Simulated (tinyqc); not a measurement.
Current of a Schottky diode by thermionic-emission-diffusion theory, and its read-back from I-V-T and C-V data: one step, computed by the program tinyqc. Command: `OMP_NUM_THREADS=1 python tinyqc.py 3013852 3013853 out.jsonl schottky walk`. One thread of a shared host (Intel(R) Xeon(R) Processor @ 2.30GHz), about 0.01 s of CPU time with the checks.

Full ionisation, no tunnelling, no recombination current. V is the voltage across the junction itself, forward positive.

Problem. Read-back from the I-V curve. N_c(T) = N_c (T/300 K)^(3/2); V_bi = phi_0 - (k_B T/e) ln(N_c(T)/N); surface field F = sqrt(2 e N (V_bi - V - k_B T/e)/(eps eps_0)); image lowering d_phi = sqrt(e F/(4 pi eps eps_0)); effective barrier phi = phi_0 - d_phi - sigma^2 (1 - rho V)/(2 k_B T). Collection velocity v_R = A* T^2/(e N_c(T)); diffusion velocity v_D = mu F; J = e N_c(T) v_R/(1 + v_R/v_D) exp(-phi/k_B T) [exp(e V/k_B T) - 1]. Ideality n = (e/k_B T)/(d ln J/dV) by a central difference of +/- 1 mV; J_0 = J exp(-e V/(n k_B T)); apparent barrier phi_IV = k_B T ln(A* T^2/J_0); a C-V plot gives phi_CV = phi_0, the mean without lowering.

Inputs (values chosen for the exercise, modelled on n-type amorphous oxide):

| quantity | value | unit |
|---|---|---|
| Richardson constant A* | 38.8 | A/(cm^2 K^2) |
| effective density of states at 300 K, N_c | 4.8e+18 | 1/cm^3 |
| permittivity eps | 10 | - |
| mobility mu | 12 | cm^2/(V s) |
| barrier without image force phi_0 (mean) | 0.849 | eV |
| doping N | 1.4e+16 | 1/cm^3 |
| junction voltage V | 0.43 | V |
| temperature T | 250 | K |
| standard deviation sigma | 76 | meV |
| relative change of sigma^2 with bias, rho | 0.3 | 1/V |

Barrier: Gaussian spread of heights.

Constants: k_B = 8.617333262e-05 eV/K; e = 1.602176634e-19 C; eps_0 = 8.8541878128e-12 F/m.

Give: ideality factor n; extrapolated J_0; apparent barrier phi_IV; phi_CV - phi_IV.

Solution.

ideality factor n = 1.106

extrapolated J_0 = 8.248e-09 A/cm^2

apparent barrier phi_IV = 0.7177 eV

phi_CV - phi_IV = 131.3 meV
